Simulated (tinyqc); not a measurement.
Single-domain magnet: Stoner-Wohlfarth switching, Neel-Arrhenius retention, LLG dynamics and spin torque: one step, computed by the program tinyqc.

The moment is uniform, with unit vector m; z is the easy axis. mu_0 = 1.25663706212e-6 T m/A, gamma = 1.76085963023e11 rad/(s T).

Task: Exact time to the equator. The polar equation dm_z/dt = -(1 - m_z^2)(i - m_z)/tau_D, i = I/I_c0, integrates to t = tau_D [F(cos theta_0) - F(0)], F(z) = -ln(1 - z)/(2 (i - 1)) + ln(1 + z)/(2 (i + 1)) + ln(i - z)/(i^2 - 1), theta_0 = 1/sqrt(2 Delta).

Inputs (values chosen for the exercise, for a model magnet): temperature T = 300 K; drive I/I_c0 = 4.

Shape: thin disc, easy axis normal to it.

stability factor Delta = 54.69271

tau_D = 0.2939811 ns

Give: time to m_z = 0.

Result:

time to m_z = 0 = 0.2787 ns

Caution: a flat cylinder has a smaller N_z than the spheroid of the same t/d, so K_eff of a real disc is larger.
